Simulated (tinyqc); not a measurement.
Double-gate transistor below threshold, two-dimensional Poisson equation on a small mesh: one step of the calculation.

Half of a symmetric double-gate structure: row 0 is the mid-plane of the body, where the normal field vanishes. Mobile charge is neglected (subthreshold), the body is fully depleted, and potentials are counted from the intrinsic level; rows run upward to the gate, columns from source to drain.

Problem. Jacobi sweep. Free nodes: rows 0..3, columns 1..4, taken row by row from row 0, left to right. t = (up psi(above) + dn psi(below) + lat [psi(left) + psi(right)] + s)/(up + dn + 2 lat), with all neighbours from the previous sweep; psi(new) = t.

psi at the start (fixed values on the edges, free nodes at zero) (V):
```
,j=0,j=1,j=2,j=3,j=4,j=5
row 0,0.5200000,0.0000000,0.0000000,0.0000000,0.0000000,1.5200000
row 1,0.5200000,0.0000000,0.0000000,0.0000000,0.0000000,1.5200000
row 2,0.5200000,0.0000000,0.0000000,0.0000000,0.0000000,1.5200000
row 3,0.1400000,0.0000000,0.0000000,0.0000000,0.0000000,0.6400000
row 4,-0.2400000,-0.2400000,-0.2400000,-0.2400000,-0.2400000,-0.2400000
```

```
row,up,dn,lat,s (V)
0,37.088000,0,1.2842105,-0.26129365
1,37.088000,37.088000,2.5684211,-0.52258730
2,59.375000,37.088000,6.5473684,-0.26129365
3,59.375000,59.375000,10.526316,0
```

Wanted: psi after iteration 1.

Solution.

psi after iteration 1 (V):
```
,j=0,j=1,j=2,j=3,j=4,j=5
row 0,0.5200,0.0103,-0.0066,-0.0066,0.0426,1.5200
row 1,0.5200,0.0103,-0.0066,-0.0066,0.0426,1.5200
row 2,0.5200,0.0287,-0.0024,-0.0024,0.0885,1.5200
row 3,0.1400,-0.0914,-0.1019,-0.1019,-0.0537,0.6400
row 4,-0.2400,-0.2400,-0.2400,-0.2400,-0.2400,-0.2400
```

Numbers from tinyqc (`OMP_NUM_THREADS=1 python tinyqc.py 2480062 2480063 out.jsonl`; about 0.1 s on one thread of a shared Intel Xeon 2.30GHz).
